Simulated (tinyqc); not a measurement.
Inside a calculation: hydrogenic donor in a hard-walled well (variational). Values are carried at full precision from step to step, so a last printed digit may differ when a step is redone from the rounded ones.

Constants: Ry = 13.60569312 eV; a0 (Bohr radius) = 0.5291772105 angstrom; hbar^2/2m0 = 3.80998211 eV angstrom^2; e^2/(4 pi eps0) = 14.39964547 eV angstrom.

Parameters, chosen for this exercise (near those of Ge, with one mean mass; not measured data): m = 0.124 m0 (mass); eps = 15.5 (dielectric constant); L = 31 angstrom (well width); zi = 0 angstrom (position of the donor from the centre); lam = 52 angstrom (trial length); lams = (25, 32, 39, 46, 55, 66, 82) angstrom (trial lengths).

## Bulk donor

Ry* = Ry m/eps^2, a* = a0 eps/m, and the subband energy c (pi/L)^2/m with c = hbar^2/2m0.

Ry* = 7.022 meV
a* = 66.15 angstrom
subband energy = 315.56 meV

## One trial length

Trial function cos(pi z/L) exp(-r/lam), r measured from the donor at zi, walls at +/- L/2, one eps everywhere. Counted from the lowest subband, E(lam) = c/(m lam^2) - (q/eps) I0/I1, with I0 the integral of cos^2(pi z/L) exp(-2|z - zi|/lam) over the well and I1 the same with the factor (|z - zi| + lam/2); c = hbar^2/2m0, q = e^2/(4 pi eps0). The binding energy is -E at the minimum.

Evaluate I0, I1 and both terms.

I0 = 13.077 angstrom
I1 = 395.4 angstrom^2
kinetic term = 11.363 meV
Coulomb term = -30.728 meV
E = -19.365 meV

## Scan and minimum

E for each trial length, then the minimum.

Scan:
```
lam (angstrom),kinetic (meV),Coulomb (meV),E (meV)
25,49.161,-56.781,-7.620
32,30.006,-46.419,-16.413
39,20.201,-39.340,-19.139
46,14.521,-34.172,-19.651
55,10.157,-29.257,-19.100
66,7.054,-24.899,-17.846
82,4.570,-20.478,-15.908
```

best lam = 45.5 angstrom
binding energy = 19.65 meV
in Ry* = 2.799

At L = 0.47 a* this donor is bound more strongly than in the bulk.

## Checks

- Binding at the centre of a very wide well (200 a*) against Ry*, meV: both 7.02.
- Binding in a very thin well (a*/2000) against 4 Ry*, meV: both 28.1.

tinyqc: `OMP_NUM_THREADS=1 python tinyqc.py 1280425 1280426 out.jsonl`; about 0.03 s, one thread, shared Intel(R) Xeon(R) Processor @ 2.30GHz.
